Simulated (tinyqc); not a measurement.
Inputs raised by 2 %, one at a time: speciation in dilute and buffered hydrofluoric acid, oxide etch rate and bath loading. Computed by tinyqc, a small Python program. Command: `OMP_NUM_THREADS=1 python tinyqc.py 3120242 3120243 out.jsonl hfetch sens`. One thread of a shared host (Intel(R) Xeon(R) Processor @ 2.30GHz), about 0.01 s of CPU time with the checks.

Concentrations stand for activities, NH4+ and Cl- are spectators, and water ionisation is neglected. H, F and HF2 denote the ions H+, F- and HF2-. The base temperature is 298 K.

Inputs (values chosen for the exercise, of the order of those for thermal oxide at room temperature):
```
quantity                            value            unit
HF added                              1.9           mol/L
NH4F added                              0           mol/L
HCl added                               0           mol/L
K1 = [H][F]/[HF]                 0.000629           mol/L
K2 = [HF2]/([HF][F])                 3.95           L/mol
K3 = [H2F2]/[HF]^2                   2.76           L/mol
rate constant of neutral HF k_a        11  nm L/(min mol)
rate constant of HF2 k_b               52  nm L/(min mol)
activation energy                    0.33              eV
temperature error                     1.7               K
oxide removed per wafer               130              nm
```

Constants: k_B = 8.617333262e-05 eV/K.

Method:
- Fluoride balance: [HF] + [F] + 2 [HF2] + 2 [H2F2] = HF added + NH4F added. Acid balance: [H] + [HF] + [HF2] + 2 [H2F2] = HF added + HCl added. For a trial [H], [HF] = [H][F]/K1, and the fluoride balance is a quadratic in [F].
- The root is refined to 1e-13 in pH = -log10 [H].
- Rate = k_a ([HF] + 2 [H2F2]) + k_b [HF2], an empirical two-term form.
- Time = oxide/rate; a temperature error changes the rate by exp((E_a/k_B)(1/298 - 1/(298 + error))) - 1.

Runs:
```
input moved                                           from          to  etch rate (nm/min)  [HF2] (mol/L)  share of HF2 in the rate (%)
base run                                                 -           -              21.390       0.020084                        4.8826
HF added (mol/L)                                       1.9       1.938              21.816       0.020357                        4.8524
K1 = [H][F]/[HF] (mol/L)                          0.000629  0.00064158              21.394       0.020280                        4.9292
K2 = [HF2]/([HF][F]) (L/mol)                          3.95       4.029              21.398       0.020348                        4.9448
K3 = [H2F2]/[HF]^2 (L/mol)                            2.76      2.8152              21.384       0.019891                        4.8370
rate constant of neutral HF k_a (nm L/(min mol))        11       11.22              21.797       0.020084                        4.7915
rate constant of HF2 k_b (nm L/(min mol))               52       53.04              21.410       0.020084                        4.9754
```

Exponents ln(y'/y) / ln(x'/x):
```
input                            etch rate   [HF2]  share of HF2 in the rate
HF added                             0.996   0.682                    -0.314
K1 = [H][F]/[HF]                     0.011   0.491                     0.480
K2 = [HF2]/([HF][F])                 0.020   0.660                     0.639
K3 = [H2F2]/[HF]^2                  -0.013  -0.487                    -0.474
rate constant of neutral HF k_a      0.952   0.000                    -0.952
rate constant of HF2 k_b             0.049   0.000                     0.951
```

Which inputs matter most for each result?

Among the inputs moved here: etch rate answers most in size to HF added (exponent +0.996), next to rate constant of neutral HF k_a (+0.952). Its exponent +0.996 in HF added: the rate follows the acid added. [HF2] answers most in size to HF added (exponent +0.682), next to K2 = [HF2]/([HF][F]) (+0.660); its exponent is below 0.0005 for rate constant of neutral HF k_a, rate constant of HF2 k_b. Share of HF2 in the rate answers most in size to rate constant of neutral HF k_a (exponent -0.952), and about equally to rate constant of HF2 k_b (+0.951).
